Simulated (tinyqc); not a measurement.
Worked calculation: CCSD on RHF in the 3-21g basis, for H2, spin multiplicity 1. One step of it, computed by the program tinyqc.

Problem. Integrals over molecular orbitals. (pq|rs) = sum C_ip C_jq C_kr C_ls (ij|kl), one index at a time.

coefficients C:
```
            MO1        MO2        MO3        MO4
1H 1s  0.259321   0.142547   0.866638  -0.967246
1H 2s  0.357479   1.250857  -0.671693   1.148532
2H 1s  0.259321  -0.142547   0.866638   0.967246
2H 2s  0.357479  -1.250857  -0.671693  -1.148532
```

core Hamiltonian H = T + V (hartree), lower triangle:
```
           1H 1s      1H 2s      2H 1s      2H 2s
1H 1s  -0.730947
1H 2s  -0.847342  -0.897441
2H 1s  -0.476085  -0.603996  -0.730947
2H 2s  -0.603996  -0.763577  -0.847342  -0.897441
```

Two-electron integrals (ij|kl) in chemists' order, unique and non-zero (hartree):
```
(11|11) 1.140145   (21|11) 0.611403   (21|21) 0.345152   (22|11) 0.626370
(22|21) 0.380329   (22|22) 0.482957   (31|11) 0.205075   (31|21) 0.118545
(31|22) 0.135132   (31|31) 0.057471   (32|11) 0.246606   (32|21) 0.151648
(32|22) 0.195388   (32|31) 0.079638   (32|32) 0.130905   (33|11) 0.551168
(33|21) 0.347630   (33|22) 0.469662   (33|31) 0.205075   (33|32) 0.368473
(33|33) 1.140145   (41|11) 0.368473   (41|21) 0.209152   (41|22) 0.232594
(41|31) 0.079638   (41|32) 0.104489   (41|33) 0.246606   (41|41) 0.130905
(42|11) 0.431993   (42|21) 0.264666   (42|22) 0.343806   (42|31) 0.108951
(42|32) 0.169864   (42|33) 0.431993   (42|41) 0.169864   (42|42) 0.269271
(43|11) 0.347630   (43|21) 0.217812   (43|22) 0.293748   (43|31) 0.118545
(43|32) 0.209152   (43|33) 0.611403   (43|41) 0.151648   (43|42) 0.264666
(43|43) 0.345152   (44|11) 0.469662   (44|21) 0.293748   (44|22) 0.403336
(44|31) 0.135132   (44|32) 0.232594   (44|33) 0.626370   (44|41) 0.195388
(44|42) 0.343806   (44|43) 0.380329   (44|44) 0.482957
```

Give: one-electron integrals over orbitals h = C^T H C; Two-electron integrals over orbitals.

Solution.

one-electron integrals over orbitals h = C^T H C (hartree), lower triangle:
```
         1        2       3       4
1  -1.1250
2   0.0000  -0.6028
3  -0.1385   0.0000  0.0675
4   0.0000   0.1948  0.0000  0.2513
```

Two-electron integrals over orbitals (pq|rs), unique and non-zero (hartree):
```
(11|11) 0.5889    (21|21) 0.1097    (22|11) 0.4582    (22|22) 0.4199
(31|11) 0.1385    (31|22) 0.0688    (31|31) 0.0991    (32|21) 0.0073
(32|32) 0.0371    (33|11) 0.5340    (33|22) 0.4241    (33|31) 0.1270
(33|33) 0.5085    (41|21) -0.0801   (41|32) -0.0478   (41|41) 0.1112
(42|11) -0.1375   (42|22) -0.0713   (42|31) -0.0821   (42|33) -0.1225
(42|42) 0.0819    (43|21) -0.1220   (43|32) -0.0360   (43|41) 0.1277
(43|43) 0.1791    (44|11) 0.5972    (44|22) 0.4703    (44|31) 0.1784
(44|33) 0.5676    (44|42) -0.1663   (44|44) 0.6683
```
